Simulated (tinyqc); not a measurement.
Angle series: uniform film or islands? Model: X-ray photoelectron analysis of a thin oxide on a semiconductor: attenuation lengths, thickness, angle series and band offsets. Computed by tinyqc, a small Python program. Command: `OMP_NUM_THREADS=1 python tinyqc.py 3110165 3110166 out.jsonl xps walk`. One thread of a shared host (Intel(R) Xeon(R) Processor @ 2.30GHz), about 0.01 s of CPU time with the checks.

The same element is seen in the oxide and in the substrate, at nearly the same kinetic energy; films are flat and uniform, and the work function is ignored.

Inputs (values chosen for the exercise, modelled on SiO2 on silicon):
```
quantity                                          value     unit
photon energy                                       650       eV
binding energy of the core level                   99.4       eV
oxide density                                      2.18   g/cm^3
oxide formula mass                                60.08    g/mol
valence electrons per oxide formula                  16        -
oxide gap                                          8.77       eV
substrate density                                  2.33   g/cm^3
substrate formula mass                            28.09    g/mol
valence electrons per substrate formula               4        -
substrate gap                                      1.12       eV
oxide thickness d                                   3.7       nm
emission angle from the normal                        0  degrees
attenuation length over inelastic mean free path   0.87        -
carbon overlayer                                   0.32       nm
```

Method:
- TPP-2M: lambda = E/(E_p^2 [b ln(c E) - C/E + D/E^2]) in angstrom, E_p = 28.8 sqrt(N_v rho/M), b = -0.10 + 0.944/sqrt(E_p^2 + E_g^2) + 0.069 rho^0.1, c = 0.191/sqrt(rho), U = N_v rho/M, C = 1.97 - 0.91 U, D = 53.4 - 20.8 U, with E = photon energy less binding energy in eV.
- Attenuation length L = factor x lambda.
- R_0 = (rho_o/M_o) L_o/((rho_s/M_s) L_s); peak ratio R = I_ox/I_sub = R_0 [exp(d/(L_o cos theta)) - 1]; hence d = L_o cos theta ln(1 + R/R_0). A carbon layer weakens both peaks alike, by exp(-d_C/(L_o cos theta)) if its L is taken equal to L_o. This R_0 leaves out intrinsic losses from the substrate peak, so calibrated values can be larger.
- Islands: half of the surface carries 2 d and half none, R = R_0 (1/2)(1 - t)/(1/2 + t/2) with t = exp(-2 d/(L_o cos theta)); the apparent thickness is read with the uniform formula.

R_0 = 0.554252

L in the oxide = 1.67079 nm

Against the angle:
```
theta (degrees)  R, uniform  R, islands  apparent d, islands (nm)
0                4.5211e+00     0.54119                    1.1383
20               5.2962e+00     0.54439                    1.0742
35               7.7212e+00     0.54930                    0.9425
45               1.2147e+01     0.55215                    0.8167
55               2.5777e+01     0.55376                    0.6638
65               1.0402e+02     0.55422                    0.4894
75               2.8811e+03     0.55425                    0.2997
```

What does the comparison show, and why?

A uniform film gives d = 3.7 nm at every angle. The island film of the same volume reads 1.14 nm at normal emission and 0.300 nm at 75 degrees; its ratio cannot pass R_0, since the bare half always shows the substrate.

Extremes, crossings and ranges named in words are read from the listed rows.
